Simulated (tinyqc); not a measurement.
What each parameter does: Gamma, L and X subbands of a thin body with non-parabolic valleys.

Hard walls, flat band, c = hbar^2/2m0, energies from the bulk Gamma edge. For a valley at angle theta to the normal 1/m_z = cos^2/ml + sin^2/mt and m_d = sqrt(ml mt^2/m_z). Subband n starts at E_v + e with e (1 + a e) = c (n pi/t)^2/m_z, and its density-of-states mass is taken as m_d (1 + 2 a e), without further growth at higher in-plane energy. Groups are named by valley and degeneracy.

n_i = g m/(2 pi c) kB T ln(1 + exp((EF - E_i)/kB T)), sum n_i = Ns (1e12/cm^2 = 1e-4/angstrom^2), c = hbar^2/2m0. Quantum capacitance Cq = 1602.176634 sum g m/(2 pi c) f_i in microfarad/cm^2 with f_i = 1/(1 + exp((E_i - EF)/kB T)); Cox = 34.5313/eot (one gate); C/Cox = Cq/(Cq + Cox), the centroid term left out.

Constants: hbar^2/2m0 = 3.80998211 eV angstrom^2; kB = 8.617333262e-05 eV/K.

Values chosen for the exercise (near those of a thin Ge channel; shifted at random, so the results belong to these values and not to a real crystal):
- face = 111 (surface)
- mG = 0.0376 m0 (Gamma mass)
- aG = 1.03 1/eV (Gamma non-parabolicity)
- EL = -0.161 eV (L edge above Gamma)
- mL = (1.539, 0.082) m0 (L valleys (four, along <111>): ml, mt)
- EX = 0.031 eV (X edge above Gamma)
- mX = (0.864, 0.186) m0 (Delta valleys (six, along <100>): ml, mt)
- aS = 0.32 1/eV (non-parabolicity of L and X)
- Ns = 2.4 x 1e12/cm^2 (sheet density)
- T = 300 K (temperature)
- eot = 13 angstrom (equivalent oxide thickness)
- t = 70 angstrom (body thickness)

n = 1 to 8 of all groups.

One parameter was then changed.

Results before and after:
```
case     lowest edge (eV)  EF (eV)  Gamma share (%)  C/Cox
base               -0.156   -0.148              0.0  0.821
changed            -0.156   -0.148              0.0  0.795
```

Which of these changes was made? (a) t = 64 angstrom; (b) EL = -0.111 eV; (c) aG = 0.72 1/eV; (d) Ns = 3.6 x 1e12/cm^2; (e) mG = 0.0432 m0; (f) eot = 11 angstrom; (g) T = 250 K.

Answer: (f) eot = 11 angstrom. Of the candidates, run in turn, only this one gives the changed row.

All candidates:
```
case                  lowest edge (eV)  EF (eV)  Gamma share (%)  C/Cox
base                            -0.156   -0.148              0.0  0.821
t = 64 angstrom                 -0.155   -0.140              0.0  0.813
mG = 0.0432 m0                  -0.156   -0.148              0.0  0.821
aG = 0.72 1/eV                  -0.156   -0.148              0.0  0.821
EL = -0.111 eV                  -0.106   -0.098              0.0  0.822
Ns = 3.6 x 1e12/cm^2            -0.156   -0.135              0.0  0.867
eot = 11 angstrom               -0.156   -0.148              0.0  0.795
T = 250 K                       -0.156   -0.138              0.0  0.834
```

(tinyqc, `OMP_NUM_THREADS=1 python tinyqc.py 1251780 1251781 out.jsonl`, Intel(R) Xeon(R) Processor @ 2.30GHz, 1 thread, shared host, about 0.02 s.)
